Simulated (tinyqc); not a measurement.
n-type polysilicon, carrier trapping at grain boundaries: one step of the calculation.

One-dimensional grains of size Lg, uniform ionised doping N, monovalent traps Qt at each boundary at a depth Et below (for electrons) or above (for holes) the band edge there, abrupt depletion of width W on each side of a boundary, Boltzmann statistics. xi is the distance from the band edge at the grain centre to the Fermi level. Trapped charge Qt/(1 + exp((xi + VB - Et)/Vt)) = 2 N W, barrier VB = q N W^2/(2 eps0 eps_r).

Task. Depletion width, Fermi level and barrier. If the trap equation with xi = Vt ln(NB/N) has a root W < Lg/2, the grain is partly depleted; otherwise W = Lg/2 and the trap equation gives xi = Et - VB + Vt ln(Qt/(N Lg) - 1). N* = Qt/Lg.

Parameters, values chosen for the exercise; values of the order met in polycrystalline silicon:
```
symbol,value,unit,meaning
T,250,K,temperature
eps_r,11.7,,relative permittivity
NB,2.13e19,cm^-3,conduction-band density of states at T
Lg,33,nm,grain size
Qt,4.3e12,cm^-2,trap density of a grain boundary
Et,0.32,eV,depth of the trap level from the majority band edge at the boundary
N,5.7e17,cm^-3,doping
```

Constants: q = 1.602176634e-19 C, kB = 1.380649e-23 J/K, Vt = kB T/q, eps0 = 8.8541878128e-14 F/cm where lengths are in cm. Results are converted to the units shown.

Wanted: N*; W; xi; VB; share of traps filled.

Result.

N* = 1.3030e18 cm^-3
W = 16.500 nm
xi = 0.20542 V
VB = 0.12000 V
share of traps filled = 0.43744

N is 0.437 N*, and the grain is fully depleted; VB = 5.57 Vt.

Computed by the program tinyqc: `OMP_NUM_THREADS=1 python tinyqc.py 2830269 2830270 out.jsonl`, one thread of a shared Intel Xeon 2.30GHz, about 0.01 s for the whole run.
